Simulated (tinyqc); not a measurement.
# Programming of a floating-gate cell by Fowler-Nordheim tunnelling: effects of single changes

Per tunnel area the floating gate has Ctun = 3.9 eps0/tox to the channel (0 V) and Ccg to the control gate, Ct = Ctun/(1 - ag), no other coupling. With the threshold shift U = -Q/Ccg the field is F = ag (Vg - U)/tox, and dU/dt = J/Ccg. Fowler-Nordheim: J = A F^2 exp(-B/F), A = q^2/(16 pi^2 hbar mo phi) (times 1e14 for A/cm^2 with F in V/nm, emitter mass m0), B = (4/3) sqrt(mo/C) phi^1.5, C = hbar^2/(2 m0).

Inputs (values chosen for the exercise); oxide values close to those of silicon dioxide:
- phi = 3.17 eV (tunnel barrier)
- mo = 0.42 m0 (tunnelling mass)
- tox = 9.2 nm (tunnel oxide thickness)
- ag = 0.63 (coupling ratio Ccg/Ct)
- Vt0 = -2.3 V (threshold shift at the start)
- Vg = 15.9 V (control-gate voltage)

Constants: q = 1.602176634e-19 C, hbar = 1.054571817e-34 J s, m0 = 9.1093837015e-31 kg, eps0 = 8.8541878128e-14 F/cm where lengths are in cm, hbar^2/(2 m0) = 0.0380998212 eV nm^2. Results are converted to the units shown.

Each table varies one quantity; the others keep the values above.

## Effect of the gate voltage

After 5e-5 s. Exact: exp(B/F(t)) = exp(B/F(0)) + K t, K = A B ag/(Ccg tox), and U = Vg - tox F/ag.

Effect of the gate voltage:
```
Vg (V),F (V/nm),J (A/cm^2),U (V)
12.9,1.021,0.002868,-2.015
13.5,1.042,0.004795,-1.710
14.2,1.054,0.006598,-1.199
14.8,1.060,0.007496,-0.6759
15.4,1.062,0.007969,-0.1130
16,1.064,0.008208,0.4690
16.6,1.064,0.008330,1.060
17.3,1.064,0.008399,1.755
17.9,1.065,0.008430,2.353
```

U rises from -2.01 to 2.35 V, by 0.51 V a volt between the first two rows and 0.996 between the last two: once K t exceeds exp(B/F(0)) the final field, 1.06 V/nm, no longer depends on Vg. In 5 of the 9 rows the starting field exceeds 12 MV/cm, where the oxide would wear out or break down quickly.

## Effect of the coupling ratio

Same model as above.

After 5e-5 s.

Effect of the coupling ratio:
```
ag,F(0) (V/nm),F (V/nm),J (A/cm^2),U (V)
0.42,0.8309,0.8308,6.946e-6,-2.299
0.47,0.9298,0.9282,2.033e-4,-2.269
0.52,1.029,1.010,0.002129,-1.969
0.57,1.128,1.049,0.005734,-1.028
0.63,1.246,1.063,0.008179,0.3712
0.68,1.345,1.071,0.009824,1.409
0.73,1.444,1.079,0.01189,2.299
0.78,1.543,1.089,0.01488,3.056
```

Read the table: what changes, and by how much?

The starting field rises from 0.831 to 1.54 V/nm and U rises from -2.30 to 3.06 V. Between the last two rows 0.01 of coupling is worth 151 mV. In 4 of the 8 rows the starting field exceeds 12 MV/cm, where the oxide would wear out or break down quickly.

## Programming by a staircase of pulses

Same model as above.

Pulse i = 1, 2, ... has the height 14.4 V + (i - 1) 0.4 V and lasts 1.1 us; each starts from the U that the last one left.

Result of one run:
```
N,last pulse (V),U (V),gain of the last pulse (V),F at its end (V/nm)
18,21.200,3.5311,0.39974,1.2099
```

What becomes of these results when the number of pulses N is changed from 18 to 2, all else the same?

Result of the changed run:
```
N,last pulse (V),U (V),gain of the last pulse (V),F at its end (V/nm)
2,14.800,-2.0985,0.12168,1.1572
```

The whole series:
```
N,last pulse (V),U (V),gain of the last pulse (V),F at its end (V/nm)
1,14.400,-2.2202,0.079841,1.1381
2,14.800,-2.0985,0.12168,1.1572
3,15.200,-1.9267,0.17182,1.1728
4,15.600,-1.7022,0.22451,1.1848
6,16.400,-1.1161,0.31297,1.1995
8,17.200,-0.40998,0.36339,1.2059
11,18.400,0.74419,0.39130,1.2090
14,19.600,1.9337,0.39804,1.2098
18,21.200,3.5311,0.39974,1.2099
```

The gain of a pulse rises from 0.0798 to 0.400 V and settles at the step of 0.4 V: the field at the end of a pulse becomes steady, 1.21 V/nm, so U follows the gate one to one whatever it started from. It is within 5 % of the step from pulse 11 on among the rows. In every row the field stays above 10 MV/cm, which wears the oxide.

Range of the model: Programming fields of 10 MV/cm and more wear the oxide; trapping and the channel potential are ignored.

Numbers from tinyqc (`OMP_NUM_THREADS=1 python tinyqc.py 2130164 2130165 out.jsonl`; about 0.02 s on one thread of a shared Intel Xeon 2.30GHz).
